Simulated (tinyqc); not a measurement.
Carrier density against temperature: charge neutrality of a doped semiconductor with incomplete ionisation. Computed by tinyqc, a small Python program. Command: `OMP_NUM_THREADS=1 python tinyqc.py 3026658 3026659 out.jsonl dopant walk`. One thread of a shared host (Intel(R) Xeon(R) Processor @ 2.30GHz), about 0.02 s of CPU time with the checks.

Energies are counted from the top of the valence band; E_D is measured down from the conduction band and E_A up from the valence band.

Inputs (values chosen for the exercise, modelled on diamond):
```
quantity                 value   unit
gap at 0 K E_g0           5.57     eV
Varshni alpha         0.000482   eV/K
Varshni beta              1550      K
electron mass m_e        0.562    m_0
valleys M_c                  6      -
hole mass m_h            0.784    m_0
donor density N_D      1.4e+18  cm^-3
acceptor density N_A         0  cm^-3
donor depth E_D          0.549     eV
donor degeneracy g_D         2      -
```

Doping: n-type. Statistics of the bands: Boltzmann.

Constants: k_B = 8.617333262e-05 eV/K; m_0 = 9.1093837015e-31 kg; k_B = 1.380649e-23 J/K; h = 6.62607015e-34 J s.

Method:
- E_g = E_g0 - alpha T^2/(T + beta).
- N_c = 2 M_c (2 pi m_e k_B T/h^2)^(3/2) and N_v = 2 (2 pi m_h k_B T/h^2)^(3/2), masses in units of m_0.
- n = N_c exp((E_F - E_g)/k_B T), p = N_v exp(-E_F/k_B T).
- N_D+ = N_D/(1 + g_D exp((E_F - E_g + E_D)/k_B T)).
- Neutrality: p + N_D+ = n + N_A-; the log ratio is ln[(p + N_D+)/(n + N_A-)].
- Neutrality is solved by bisection at each T. The last column is -k_B d ln(n T^-3/4)/d(1/T) from this row and the one above; it turns negative as ionisation nears completion, when the density grows more slowly than that power of T.

Against temperature:
```
T (K)   n (cm^-3)  E_F from the band edge (eV)  ionised share  activation energy (eV)
230    5.2760e+12                      0.31521     3.7685e-06                       -
290    1.1022e+14                      0.33018     7.8725e-05                 0.27450
300    1.6304e+14                      0.33275     1.1646e-04                 0.27449
400    2.8736e+15                      0.35964     2.0526e-03                 0.27440
580    4.4285e+16                      0.41264     3.1632e-02                 0.27283
600    5.4349e+16                      0.41891     3.8820e-02                 0.26891
```

What does the comparison show, and why?

Between the two coldest rows the activation energy is 0.274 eV, 0.50 of the dopant depth: without compensation E_F sits halfway between level and band, so half the depth shows. No row comes within 10 % of the net doping.
